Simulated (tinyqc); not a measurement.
## Density and mobility of a removed layer (differential Hall)

Question. For layers in parallel the sheet conductance g = 1/Rs and the product g mu_H (mu_H signed, unit Hall factors) are additive. Find the sheet density and mobility of the layer that was removed, and its share of the conductance.

Constants: q = 1.602176634e-19 C. Results are converted to the units shown.

Rs before and after removing the top layer (ohm/square): 228.97898  4961.4540
apparent mobility before and after, signed (cm^2/(V s)): -30.765280  -1700

Answer. The differences give g1 = q n mu and g1 mu = q n mu^2; their ratio is mu and g1^2/(q g1 mu) is n.

sheet density = 5.200e14 cm^-2
mobility = 50.00 cm^2/(V s)
share of the conductance = 95.38 %

Computed by the program tinyqc: `OMP_NUM_THREADS=1 python tinyqc.py 2850144 2850145 out.jsonl`, one thread of a shared Intel Xeon 2.30GHz, about 0.01 s for the whole run.
